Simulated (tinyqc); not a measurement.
Changing the temperature T: grain-boundary diffusion: Harrison regimes, Fisher and Le Claire analysis, Hart average. Computed by tinyqc, a small Python program. Command: `OMP_NUM_THREADS=1 python tinyqc.py 3021775 3021776 out.jsonl gbdiff sweep`. One thread of a shared host (Intel(R) Xeon(R) Processor @ 2.30GHz), about 0.01 s of CPU time with the checks.

A boundary is a slab of width delta with diffusivity D_b, normal to a surface held at constant concentration; it leaks into grains of diffusivity D.

Inputs (values chosen for the exercise, for a model polycrystal):

| quantity | value | unit |
|---|---|---|
| lattice prefactor D0 | 1.5e-05 | m^2/s |
| lattice activation energy E | 3.45 | eV |
| boundary prefactor D0b | 6.6e-05 | m^2/s |
| boundary activation energy E_b | 1.97 | eV |
| boundary width delta | 0.47 | nm |
| segregation factor s | 1 | - |
| grain size d | 0.04 | um |
| time t | 34000 | s |

Constants: k_B = 8.617333262e-05 eV/K.

Method:
- D = D0 exp(-E/(k_B T)), D_b = D0b exp(-E_b/(k_B T)).
- Triple product P = s delta D_b.
- l = sqrt(D t); P = s delta D_b; alpha = s delta/(2 l); beta = P/(2 D l). Regime A if l > 3 d, C if alpha > 1, B if alpha < 0.1, l < d/4 and beta > 10, otherwise a transition.
- Hart average for parallel slabs: f = delta/d, D_eff = (s f D_b + (1 - f) D)/(1 - f + s f); share of the boundaries = s f D_b/(s f D_b + (1 - f) D); depth sqrt(D_eff t).
- Fisher: the mean concentration falls as exp(-y/y_F), y_F = sqrt(P) (pi t/(4 D))^(1/4), with the boundary equation P d2c/dy2 = 2 c sqrt(D/(pi t)). Le Claire (from the Whipple solution): ln c falls as -(y/y_L)^(6/5) with P = 1.322 sqrt(D/t) y_L^2.

One run for each value:

| temperature T (K) | Le Claire depth y_L (um) | lattice diffusion length l (um) | beta | share of the boundaries |
|---|---|---|---|---|
| 912 | 7.032 | 2.0956e-04 | 7.4439e+08 | 1.00000 |
| 1050 | 8.631 | 3.7510e-03 | 3.4999e+06 | 1.00000 |
| 1200 | 10.223 | 4.0654e-02 | 4.1797e+04 | 0.99999 |
| 1340 | 11.570 | 2.3228e-01 | 1.6400e+03 | 0.99995 |
| 1480 | 12.791 | 9.5438e-01 | 1.1874e+02 | 0.99983 |
| 1620 | 13.898 | 3.0715e+00 | 1.3533e+01 | 0.99952 |
| 1770 | 14.971 | 8.7526e+00 | 1.9339e+00 | 0.99883 |
| 1910 | 15.879 | 2.0052e+01 | 4.1451e-01 | 0.99763 |
| 2050 | 16.707 | 4.1020e+01 | 1.0965e-01 | 0.99562 |

Over the rows, Le Claire depth y_L (um) rises from 7.03 to 16.7 (exponent d ln y / d ln x 1.5 between the first rows and 0.72 between the last); lattice diffusion length l (um) rises from 2.10e-4 to 41.0 (exponent d ln y / d ln x 20 between the first rows and 10 between the last); beta falls from 7.44e8 to 0.110 (exponent d ln y / d ln x -38 between the first rows and -19 between the last). y_L follows an apparent activation energy E_b/2 - E/4 = 0.122 eV and l one of E/2 = 1.725 eV, so the boundary tail stands out less as T rises: y_L/l goes from 33600 to 0.407.

Caution (rows 912, 1050, 1200): outside regime A (which needs sqrt(D t) above about 3 d) the Hart average and its depth are formal: they describe a profile only in regime A or at steady state. Caution (rows 912, 1200, 1340, 1480, 1620, 1770, 1910, 2050): the Fisher and Le Claire forms need regime B with beta above 10.
